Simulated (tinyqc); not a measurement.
# Ferroelectric with a first-order transition, Landau-Devonshire energy: depolarisation in a thin film

One domain with free energy u = al P^2 + be P^4 + ga P^6 - E P, al = a0 (T - T0), be < 0 < ga (P in uC/cm^2, E in kV/cm, u in mJ/cm^3). Equilibrium: E = 2 al P + 4 be P^3 + 6 ga P^5; a state is stable against small changes where dE/dP > 0. The coercive field is that of uniform switching, which real films, switching by domains, do not reach.

Imperfect screening, an effective length ls = 0.025 nm at each electrode, adds the energy ls P^2/(eps0 t), so al becomes al + ls/(eps0 t) and T0 falls by ls/(eps0 a0 t) (short-circuited film, background permittivity neglected). Ps^2 = [-be + sqrt(be^2 - 3 al ga)]/(3 ga); Pc^2 = [-3 be + sqrt(9 be^2 - 15 al ga)]/(15 ga), Ec = -E(Pc); susceptibility chi = 1/(eps0 dE/dP). TC = T0 + be^2/(4 a0 ga), where u(Ps) = u(0); T1 = T0 + be^2/(3 a0 ga), where the polar minimum disappears.

Inputs (values chosen for the exercise):
```
symbol,value,unit,meaning
a0,0.025,kV cm/(uC K),slope of the quadratic coefficient
T0,600,K,Curie-Weiss temperature
be,-0.00013,kV cm^5/uC^3,quartic coefficient
ga,3.3e-8,kV cm^9/uC^5,sixth-order coefficient
T,580,K,temperature
```

Constants: eps0 = 8.8541878128e-14 F/cm where lengths are in cm. Results are converted to the units shown.

Depolarisation in a thin film:
```
t (nm)  fall of T0 (K)  Ps (uC/cm^2)  depolarising field 2 ls Ps/(eps0 t) (kV/cm)  u(Ps) (mJ/cm^3)
440             25.668        43.062                                       55.267           26.181
700             16.134        54.373                                       43.864          -569.23
1100            10.267        57.949                                       29.749          -1033.4
1700            6.6436        59.756                                       19.850          -1347.4
2700            4.1830        60.864                                       12.730          -1571.2
4300            2.6265        61.525                                       8.0798          -1717.0
6800            1.6609        61.920                                       5.1422          -1808.9
11000           1.0267        62.175                                       3.1918          -1870.0
17000          0.66436        62.318                                       2.0701          -1905.1
```

What does the comparison show?

As the film thickens from 440 to 17000 nm, Ps rises from 43.1 to 62.3 uC/cm^2 (bulk 62.6) and the depolarising field falls from 55.3 to 2.07 kV/cm. The polar state is the lowest for t > 450 nm and exists at all for t > 421 nm.

Program tinyqc, `OMP_NUM_THREADS=1 python tinyqc.py 2860022 2860023 out.jsonl`; Intel Xeon 2.30GHz, shared host, one thread, about 0.01 s.
